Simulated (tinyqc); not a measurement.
Length of a polyene: Hueckel, PPP and singles CI along the polyenes. Computed by the program tinyqc. Hueckel uses the same beta without repulsion; CIS keeps all single excitations and so misses the low, doubly excited 2Ag state. W is the valence ionisation energy of a centre, MN the Mataga-Nishimoto formula, f the oscillator strength.

All-trans chains of carbon centres 1.40 angstrom apart:

| parameter | value |
|---|---|
| beta (eV), times 1 +/- alternation | -2.540000 |
| alternation | 0.180000 |
| W (eV) | 11.160000 |
| gamma_rr (eV) | 10.020000 |
| repulsion formula | Ohno |

Gaps and excitations (eV):

| centres | Hueckel gap | PPP orbital gap | bright singlet (CIS) | f | lowest triplet (CIS) |
|---|---|---|---|---|---|
| 2 | 5.994 | 13.172 | 7.416 | 0.636 | 4.573 |
| 6 | 3.472 | 9.707 | 5.205 | 1.521 | 3.167 |
| 8 | 3.029 | 9.062 | 4.730 | 1.894 | 2.936 |
| 10 | 2.751 | 8.658 | 4.421 | 2.247 | 2.804 |
| 12 | 2.563 | 8.388 | 4.209 | 2.590 | 2.724 |

Estimate the missing row, centres = 4.

Computed row:
```
centres  Hueckel gap  PPP orbital gap  bright singlet (CIS)      f  lowest triplet (CIS)
4              4.263           10.840                 5.989  1.114                 3.616
```

The Hueckel gap tends to 4 x alternation x |beta| = 1.83 eV for long chains. Exchange opens the PPP orbital gap, and the attraction of electron and hole brings the bright state 4.18 eV below it at 12 centres; the triplet lies 1.49 eV lower still.
